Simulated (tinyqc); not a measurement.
Stretching all distances: RHF, UHF, MP2, CISD and CCSD against full CI in the sto-6g basis, for H6, spin multiplicity 1. Computed by the program tinyqc with PySCF. 

Geometry (angstrom):
```
atom       x       y       z
H     0.0000  0.0000  0.0000
H     0.0000  0.0000  0.7280
H     0.0000  0.0000  1.7160
H     0.0000  0.0000  2.4450
H     0.0000  0.0000  3.4330
H     0.0000  0.0000  4.1610
```

All coordinates are multiplied by the scale. c0^2 is the weight of the RHF determinant in the lowest singlet FCI state (UHF is spin-contaminated and may lie near states of higher spin) and n(LUMO) the first natural occupation beyond the occupied space.

Full CI energy (hartree) and errors against it (kcal/mol):
```
scale   distance 1-2 (angstrom)     E(FCI)       RHF      UHF      MP2     CISD    CCSD  <S^2> UHF    c0^2  n(LUMO)
0.8800                   0.6406  -3.218103   31.0430  31.0430   8.8175   0.4256  0.0553     0.0000  0.9759   0.0289
1.0200                   0.7426  -3.331532   38.0952  38.0952  12.0925   0.7892  0.0763     0.0000  0.9646   0.0397
1.1600                   0.8445  -3.352791   46.8106  46.8106  16.3166   1.4276  0.1103     0.0000  0.9490   0.0539
1.3100                   0.9537  -3.323049   58.3969  58.3969  22.1411   2.6102  0.1658     0.0000  0.9257   0.0739
1.4500                   1.0556  -3.271309   71.6719  71.6719  29.0101   4.4343  0.2369     0.0000  0.8963   0.0984
1.5900                   1.1575  -3.210132   87.6314  85.2199  37.4390   7.2717  0.3232     0.4085  0.8582   0.1294
1.7400                   1.2667  -3.143020  107.9473  89.0226  48.3044  11.8383  0.4216     1.0729  0.8069   0.1709
1.8800                   1.3686  -3.083903  129.9760  84.0814  60.1130  17.8841  0.5020     1.5724  0.7497   0.2175
2.0200                   1.4706  -3.030944  154.8279  74.2314  73.3052  25.8998  0.5519     1.9623  0.6852   0.2714
```

UHF parts from RHF first at scale 1.59 of those listed, where <S^2> leaves zero. The weight c0^2 goes from 0.98 to 0.69 and n(LUMO) from 0.03 to 0.27: static correlation grows as the bonds break into open-shell fragments. The spread of the error along the curve, which distorts its shape, is CCSD 0.5, CISD 25.5, UHF 58.0, MP2 64.5, RHF 123.8 kcal/mol.
